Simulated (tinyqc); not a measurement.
Heavy doping: band filling, gap narrowing, band tails and the effective intrinsic density: one step, computed by the program tinyqc. Command: `OMP_NUM_THREADS=1 python tinyqc.py 3013316 3013317 out.jsonl gapnarrow walk`. One thread of a shared host (Intel(R) Xeon(R) Processor @ 2.30GHz), about 0.02 s of CPU time with the checks.

An n-type crystal above its Mott density, with all dopants ionised: n = N_D - N_A, ionised centres N_I = N_D + N_A. Valleys are taken as spherical with mass m_e.

Problem. What optics and devices see. n = M_c (1/(2 pi^2)) (m_e/(hbar^2/2m_0))^(3/2) int sqrt(E (1 + aE)) (1 + 2 aE) f dE with a = (1 - m_e)^2/E_g, f = 1/(1 + exp((E - E_F)/k_B T)); trapezoid rule in t = sqrt(E/k_B T), step 0.02 up to 12; E_F by bisection from the band edge. Absorption edge of a direct gap, from the valence band at k_F (T = 0 value) to the Fermi level: E_g - narrowing + E_F + (hbar^2/2m_0) k_F^2/m_h, k_F = (3 pi^2 n)^(1/3); the shift is the edge less E_g. n p/n_i^2 = exp(narrowing/k_B T) x (n/N) exp(-E_F/k_B T), N being the limit of n exp(-E_F/k_B T) far below the edge (taken at E_F = -12 k_B T); apparent narrowing = k_B T ln(n p/n_i^2).

Inputs (values chosen for the exercise, for a model semiconductor):

| quantity | value | unit |
|---|---|---|
| gap E_g | 3.17 | eV |
| electron mass m_e | 0.193 | m_0 |
| valleys M_c | 1 | - |
| hole mass m_h | 1.56 | m_0 |
| temperature T | 400 | K |

Conduction band: non-parabolic (Kane).

n = 3.90e+19 cm^-3

E_F above the band edge = 202.5220 meV

gap narrowing = 124.0072 meV

Constants: k_B = 8.617333262e-05 eV/K; hbar^2/(2 m_0) = 3.80998212 eV angstrom^2.

Give: shift of the absorption edge; absorption edge; apparent narrowing; log10(n p/n_i^2).

Solution.

shift of the absorption edge = 105.4 meV

absorption edge = 3.275 eV

apparent narrowing = 5.957 meV

log10(n p/n_i^2) = 0.07505

Degeneracy takes back 118.1 meV of the 124.0 meV of narrowing, and the minority density stays above its ideal value n_i^2/n. Caution: the screening length is well below a*, where static Thomas-Fermi screening overstates the Coulomb hole.
